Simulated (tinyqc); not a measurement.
# Ion-assisted plasma etching: sheath, surface coverage, synergy and aspect-ratio dependence, step by step

A worked calculation. Computed by tinyqc, a small Python program that keeps every step. Command: `OMP_NUM_THREADS=1 python tinyqc.py 3031823 3031824 out.jsonl etch walk`. One thread of a shared host (Intel(R) Xeon(R) Processor @ 2.30GHz), about 0.06 s of CPU time with the checks. Intermediate numbers are printed to about 5 digits and carried at full precision; extremes and crossings named in words are read from the listed rows.

Radicals adsorb on bare sites; ions remove covered sites with a high yield and bare sites by sputtering; a slow spontaneous reaction acts everywhere, walls included.

Inputs (values chosen for the exercise, close to those used for silicon in a halogen plasma):

| quantity | value | unit |
|---|---|---|
| plasma density n_e | 2.8e+11 | 1/cm^3 |
| electron temperature T_e | 2.9 | eV |
| ion mass M_i | 35.5 | u |
| sheath voltage V | 50 | V |
| radical density n | 2e+12 | 1/cm^3 |
| radical mass M_n | 35.5 | u |
| gas temperature T_g | 500 | K |
| sticking coefficient s | 0.34 | - |
| radicals per removed unit x | 4 | - |
| yield slope b | 0.39 | eV^(-1/2) |
| threshold E_th | 24 | eV |
| sputter slope b_p | 0.013 | eV^(-1/2) |
| sputter threshold E_p | 30 | eV |
| spontaneous reaction probability k_c | 5.3e-05 | - |
| solid density N | 5e+22 | 1/cm^3 |
| ion temperature T_i | 0.42 | eV |
| aspect ratio A | 29 | - |

Feature: long trench.

Constants: e = 1.602176634e-19 C; u = 1.6605390666e-27 kg; k_B = 1.380649e-23 J/K; eps_0 = 8.8541878128e-12 F/m.

## Fluxes

Bohm speed u_B = sqrt(e T_e/M_i); ion flux G_i = 0.61 n_e u_B; radical flux G_n = n c/4 with c = sqrt(8 k_B T_g/(pi M_n)).

Bohm speed = 2.8075e+05 cm/s

ion flux G_i = 4.7952e+16 1/(cm^2 s)

radical speed c = 54608 cm/s

radical flux G_n = 2.7304e+16 1/(cm^2 s)

flux ratio G_n/G_i = 0.56941

## Sheath and ion angles

Debye length lambda_D = sqrt(eps_0 T_e/(e n_s)) with n_s = 0.61 n_e, T_e in volts; Child-law sheath d = (sqrt2/3) lambda_D (2 V/T_e)^(3/4); ion energy E = V + T_e/2; angular spread = arctan(sqrt(T_i/E)).

Debye length = 30.632 um

sheath thickness = 205.48 um

ion energy E = 51.45 eV

angular spread = 5.1627 degrees

## Yields

Yields: Y = b (sqrt(E) - sqrt(E_th)) on covered sites, Y_p = b_p (sqrt(E) - sqrt(E_p)) on bare ones (zero below threshold).

yield Y = 0.88682

sputter yield Y_p = 0.022043

## Open-field etch rate

Steady coverage: s G_n (1 - theta) = x Y G_i theta; removal flux = Y G_i theta + Y_p G_i (1 - theta) + k_c G_n; rate = flux/N, 1 cm/s = 6e8 nm/min. Lateral rate = k_c G_n/N; anisotropy = 1 - lateral/vertical; synergy = vertical/(ions alone + radicals alone), with ions alone Y_p G_i/N and radicals alone the lateral rate.

coverage theta = 0.051753

vertical rate = 38.454 nm/min

lateral rate = 0.017365 nm/min

anisotropy = 0.99955

synergy = 3.0275

The surface is nearly bare: radicals limit the ion-assisted part, and sputtering gives 31 % of the rate.

## Rate at the floor of the feature

Transmission of a long trench, rough form: K = (1 + ln(1 + A))/(1 + A + ln(1 + A)), walls that scatter diffusely without loss. With a loss probability S = s (1 - theta) at the floor, G_b/G_n = K/(K + S - K S); theta follows G_b, and the two are solved together. Ions are taken to reach the floor unshadowed; G_b replaces G_n in every term of the rate; A is depth over width.

transmission K = 0.13177

G_b/G_n = 0.31223

coverage at the floor = 0.016755

rate at the floor = 21.027 nm/min

floor rate over open-field rate = 0.54681

The lag is 45 %. Caution: at this aspect ratio many ions strike the walls, so ion shadowing, left out here, adds to the lag. Caution: the trench transmission is an interpolation between the limits 1 and ln(A)/A, good to tens of per cent.

## Etch lag against aspect ratio

The formulas are those given above.

Floor of the feature:

| A | K | G_b/G_n | theta | rate (nm/min) | relative rate |
|---|---|---|---|---|---|
| 0.5 | 0.73760 | 0.89661 | 0.046651 | 35.914 | 0.93394 |
| 1.0 | 0.62869 | 0.83891 | 0.043781 | 34.484 | 0.89677 |
| 2.0 | 0.51203 | 0.76273 | 0.039964 | 32.584 | 0.84735 |
| 5.0 | 0.35830 | 0.62944 | 0.033212 | 29.222 | 0.75991 |
| 10.0 | 0.25361 | 0.50666 | 0.026908 | 26.083 | 0.67828 |
| 20.0 | 0.16821 | 0.37774 | 0.020200 | 22.742 | 0.59141 |
| 50.0 | 0.08978 | 0.22702 | 0.012239 | 18.778 | 0.48833 |
| 100.0 | 0.05317 | 0.14269 | 0.007727 | 16.532 | 0.42991 |

K falls by a factor 13.9 over the rows and the rate by 2.17. Among these rows the rate stays within 10 % of the open-field value up to A = 0.5, with an open-field coverage below one half; sputtering, which needs no radicals, carries much of the rate in the last rows. Caution: rows with A above about 1/(2 tan(ion spread)) or 1/sqrt(k_c), often 10 to 30, are formal: ion shadowing, radical loss on the walls, redeposition of sputtered material and, in fluorocarbon plasmas, polymer growth are left out and add to the lag.

## Yield per ion against the flux ratio

The ion flux is fixed and the radical flux set by the ratio; the removal per ion is the removal flux over G_i.

Open field:

| G_n/G_i | theta | rate (nm/min) | removal per ion |
|---|---|---|---|
| 0.3 | 0.02795 | 26.60 | 0.0462 |
| 1 | 0.08747 | 56.24 | 0.0977 |
| 3 | 0.22333 | 123.91 | 0.2153 |
| 10 | 0.48940 | 256.52 | 0.4458 |
| 30 | 0.74197 | 382.81 | 0.6653 |
| 100 | 0.90553 | 466.33 | 0.8104 |
| 300 | 0.96639 | 502.72 | 0.8737 |
| 1000 | 0.98967 | 535.65 | 0.9309 |
| 3000 | 0.99653 | 600.06 | 1.0428 |

Coverage reaches one half at G_n/G_i = x Y/s = 10.4. Below that the ion-assisted part follows the radical flux, on top of the sputter floor Y_p = 0.0220; above it the ion-assisted part saturates at Y = 0.887 per ion, and the further rise to 1.04 comes from the spontaneous reaction, which costs anisotropy.

Checks made by the program: series form 1/R = 1/(Y G_i) + x/(s G_n) of the ion-assisted part (relative difference below 1e-10).
